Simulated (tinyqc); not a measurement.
Raman shift of the zone-centre optical phonon of a diamond-structure crystal under stress: one step, computed by the program tinyqc. Command: `OMP_NUM_THREADS=1 python tinyqc.py 3026631 3026632 out.jsonl ramanstress walk`. One thread of a shared host (Intel(R) Xeon(R) Processor @ 2.30GHz), about 0.01 s of CPU time with the checks.

Axes x, y, z are the cube axes. Strain shifts the threefold optical mode and can split it; p, q and r are the phonon deformation potentials.

Question. Heating mistaken for stress. A temperature above 300 K shifts the line by (d omega/dT)(T - 300 K); divided by the shift per stress it poses as a stress; the total shift adds it to the shift of the observed line. The anti-Stokes to Stokes ratio is [(omega_L + omega_0)/(omega_L - omega_0)]^3 exp(-h c omega_0/(k_B T)) in photon counts, omega_L = 1/wavelength, resonance effects left out.

Inputs (values chosen for the exercise, modelled on silicon):
```
quantity                             value      unit
unstrained frequency omega_0         521.5      1/cm
temperature coefficient d omega/dT  -0.024  1/(cm K)
local temperature T                    330         K
laser wavelength                       532        nm
```

Stress state: uniaxial. Axis: [210].

shift per stress = -2.437067 1/(cm GPa)

shift of the observed line = 0.4386721 1/cm

Constants: h = 6.62607015e-34 J s; c = 299792458 m/s; k_B = 1.380649e-23 J/K.

Give: thermal shift; apparent stress from heating; total shift; anti-Stokes/Stokes ratio.

Answer.

thermal shift = -0.72 1/cm

apparent stress from heating = 0.2954 GPa

total shift = -0.2813 1/cm

anti-Stokes/Stokes ratio = 0.1216
